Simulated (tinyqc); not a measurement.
# Undoped symmetric double-gate MOSFET, analytic potential model: several studies

An undoped body of thickness ts between two equal insulators and tied gates; long channel, electrons only, n = ni exp((psi - V)/Vt) with V the quasi-Fermi potential (0 at the source, Vd at the drain), constant mobility, no quantisation. Across the body psi(x) = V - 2 Vt ln[(ts/(2 beta)) sqrt(q ni/(2 eps0 eps_r Vt)) cos(2 beta x/ts)], x from the centre. Q is the electron charge per area of the whole body.

Inputs (values chosen for the exercise); material values close to those of silicon: temperature T = 293 K; band gap Eg = 1.11 eV; relative permittivity of the semiconductor eps_r = 11.9; conduction-band density of states at T Nc = 2.73e19 cm^-3; valence-band density of states at T Nv = 2.6e19 cm^-3; relative permittivity of the gate insulator eox = 3.82; insulator thickness tox = 3.7 nm; body thickness ts = 25 nm; gate work function less that of the intrinsic body dphi = -0.06 V; channel mobility mu = 270 cm^2/(V s); gate length L = 1 um; drain voltage Vd = 0.05 V.

Constants: q = 1.602176634e-19 C, kB = 1.380649e-23 J/K, Vt = kB T/q, eps0 = 8.8541878128e-14 F/cm where lengths are in cm. Results are converted to the units shown.

Each table varies one quantity; the others keep the values above.

## Output curve

ni = sqrt(Nc Nv) exp(-Eg/(2 Vt)), Eg in volts; r = eps_r tox/(eox ts); V0 = dphi + 2 Vt ln[(2/ts) sqrt(2 eps0 eps_r Vt/(q ni))]. beta (between 0 and pi/2) solves (Vg - V0 - V)/(2 Vt) = ln(beta) - ln(cos beta) + 2 r beta tan(beta). Q = 8 eps0 eps_r Vt beta tan(beta)/ts; I = mu (1/L)(4 eps0 eps_r/ts)(2 Vt)^2 [g(beta_s) - g(beta_d)] per width, g = beta tan(beta) - beta^2/2 + r beta^2 tan^2(beta), with beta_s at V = 0 and beta_d at V = Vd.

In this table Vg = 0.67 V.

Output curve:

| Vd (V) | Qd (nC/cm^2) | Qd/Qs | I (uA/um) |
|---|---|---|---|
| 0.06 | 309.1 | 0.7780 | 5.717 |
| 0.11 | 239.1 | 0.6018 | 9.413 |
| 0.16 | 173.3 | 0.4362 | 12.19 |
| 0.22 | 102.4 | 0.2579 | 14.41 |
| 0.27 | 53.55 | 0.1348 | 15.45 |
| 0.32 | 19.42 | 0.04888 | 15.92 |
| 0.38 | 2.916 | 0.007340 | 16.07 |
| 0.43 | 0.4330 | 0.001090 | 16.09 |
| 0.48 | 0.06043 | 1.521e-4 | 16.09 |

The current rises from 5.72 to 16.1 uA/um, while the charge at the drain end falls from 0.78 to 1.5e-4 of that at the source. The current first comes within 1 % of its last value at Vd = 0.38 V among the rows. Over the last rows Qd falls by a factor of e for each Vt of drain voltage: the drain end is in weak inversion.

## Effect of the insulator thickness

Q = 8 eps0 eps_r Vt beta tan(beta)/ts; I = mu (1/L)(4 eps0 eps_r/ts)(2 Vt)^2 [g(beta_s) - g(beta_d)] per width, g = beta tan(beta) - beta^2/2 + r beta^2 tan^2(beta), with beta_s at V = 0 and beta_d at V = Vd.  I(low) is taken at Vg = 0.12 V, Qs and I(high) at Vg = 0.87 V.

The same in every row: V0 (V) = 0.3730.

Effect of the insulator thickness:

| tox (nm) | I(low) (nA/um) | Qs(high) (nC/cm^2) | I(high) (uA/um) |
|---|---|---|---|
| 1.2 | 0.02224 | 1915 | 24.20 |
| 1.8 | 0.02224 | 1343 | 17.03 |
| 2.6 | 0.02224 | 972.0 | 12.35 |
| 3.7 | 0.02224 | 711.3 | 9.058 |
| 5.3 | 0.02224 | 516.5 | 6.590 |
| 7.7 | 0.02224 | 369.6 | 4.724 |
| 11 | 0.02223 | 267.9 | 3.429 |

What does the table show?

As tox goes from 1.2 to 11 nm, I(low) stays near 0.0222 nA/um and I(high) falls from 24.2 to 3.43 uA/um. On average I(low) is independent of tox and I(high) goes as tox^(-0.88). Below threshold no voltage drops over the insulator in this long-channel model, so its thickness does not matter there. For tox = 1.2 to 5.3 nm the surface density at the source at the higher gate voltage passes 0.3 Nc, where Boltzmann statistics fail.

## Effect of the body thickness

Same model as above.

Effect of the body thickness:

| ts (nm) | V0 (V) | I(low) (nA/um) | Qs(high) (nC/cm^2) | I(high) (uA/um) |
|---|---|---|---|---|
| 8.3 | 0.4287 | 0.007383 | 705.7 | 8.976 |
| 12 | 0.4101 | 0.01067 | 708.6 | 9.017 |
| 16 | 0.3956 | 0.01423 | 710.0 | 9.038 |
| 23 | 0.3772 | 0.02046 | 711.2 | 9.055 |
| 32 | 0.3606 | 0.02846 | 711.7 | 9.064 |
| 45 | 0.3433 | 0.04002 | 712.1 | 9.069 |
| 62 | 0.3272 | 0.05514 | 712.3 | 9.071 |

Read the table: what changes, and by how much?

As ts goes from 8.3 to 62 nm, I(low) rises from 0.00738 to 0.0551 nA/um and I(high) rises from 8.98 to 9.07 uA/um. On average I(low) goes as ts^(1.00) and I(high) goes as ts^(0.01). Below threshold the charge is proportional to the cross-section of the body; above it the insulator sets the charge. In every row the surface density at the source at the higher gate voltage passes 0.3 Nc, where Boltzmann statistics fail.

Program tinyqc, `OMP_NUM_THREADS=1 python tinyqc.py 2440020 2440021 out.jsonl`; Intel Xeon 2.30GHz, shared host, one thread, about 0.01 s.
